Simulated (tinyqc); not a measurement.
Binary melting diagram from solution models of liquid and solid. Which input was changed? Computed by tinyqc, a small Python program. Command: `OMP_NUM_THREADS=1 python tinyqc.py 3004021 3004022 out.jsonl melt which`. One thread of a shared host (Intel(R) Xeon(R) Processor @ 2.30GHz), about 0.04 s of CPU time with the checks.

x is the fraction of B. In a phase with interaction L: mu_A = G_A + R T ln(1 - x) + L x^2, mu_B = G_B + R T ln x + L (1 - x)^2. Melting: G(liquid) - G(solid) = H (1 - T/T_m) for each pure component.

Inputs (values chosen for the exercise, for a model alloy): melting point T_A = 920 K; melting point T_B = 1130 K; heat of melting H_A = 21.3 kJ/mol; heat of melting H_B = 9.68 kJ/mol; liquid interaction L_L = -19 kJ/mol; overall fraction x0 = 0.68.

Diagram: eutectic with pure solids.

Constants: R = 8.314462618 J/(mol K).

Method:
- Liquid against pure solid A: T = (H_A + L_L x^2)/(H_A/T_A - R ln(1 - x)); against pure solid B: T = (H_B + L_L (1 - x)^2)/(H_B/T_B - R ln x).
- Halve the interval 0.001 to 0.999 for the crossing, 44 times.
- Primary solid forms at the higher branch; just above T_E its mole fraction is (x_E - x0)/x_E for A or (x0 - x_E)/(1 - x_E) for B, and the rest freezes as eutectic, with B making up x_E of it.

Problem. One of these inputs alone was changed, within the range given: melting point T_A (460 to 1840); heat of melting H_A (10.65 to 42.6); heat of melting H_B (4.84 to 19.36); liquid interaction L_L (-38 to -9.5). Which one, and to what value?

Results:
```
run     eutectic temperature T_E (K)  liquidus temperature (K)  eutectic composition x_E
before                      488.0806                  656.9637                 0.5827636
after                       549.1404                  701.3231                 0.5781222
```

Solution.

Each candidate set to reproduce eutectic temperature T_E, and what it then gives:
```
candidate                        range searched  value needed  liquidus temperature (K)  eutectic composition x_E
melting point T_A (K)               460 to 1840          1211                    656.96                   0.61773
heat of melting H_A (kJ/mol)      10.65 to 42.6         28.88                    656.96                   0.61773
heat of melting H_B (kJ/mol)      4.84 to 19.36         14.15                    775.95                   0.52332
liquid interaction L_L (kJ/mol)     -38 to -9.5        -13.90                    701.32                   0.57812
```

Only liquid interaction L_L fits every result: it went from -19 to -13.9 kJ/mol. The next best candidate, heat of melting H_A, misses one result by 6.9 %.
